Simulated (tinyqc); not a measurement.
G0W0 on RHF in the sto-3g basis, for H3+, spin multiplicity 1, step by step. One step of it, computed by the program tinyqc.

Question. Screening: direct RPA. With D = e_a - e_i and K = (ia|jb): diagonalise D^(1/2) (D + 4K) D^(1/2) = Z w^2 Z^T; X + Y = D^(1/2) Z w^(-1/2), each column of Z with its largest component positive (the first on a tie); E_c = (sum w - tr (D + 2K)) / 2.

orbital energies (hartree): [-1.134243, -0.064918, -0.064835]

Two-electron integrals over orbitals (pq|rs), unique and non-zero (hartree):
```
(11|11) 0.588030    (21|11) -0.000012   (21|21) 0.144001    (22|11) 0.571755
(22|21) 0.095072    (22|22) 0.655312    (31|31) 0.144001    (32|31) -0.095068
(32|32) 0.075477    (33|11) 0.571768    (33|21) -0.095078   (33|22) 0.504335
(33|33) 0.655318
```

Give: D^(1/2) (D + 4K) D^(1/2); excitation energies w; X + Y; RPA correlation energy.

Answer.

D^(1/2) (D + 4K) D^(1/2) (hartree^2), order 1>2, 1>3:
```
[[1.7594, 0.0000],
 [0.0000, 1.7596]]
```

excitation energies w (hartree): [1.3264, 1.3265]

X + Y, order 1>2, 1>3:
```
[[0.8979, 0.0000],
 [0.0000, 0.8979]]
```

RPA correlation energy = -0.030905 hartree
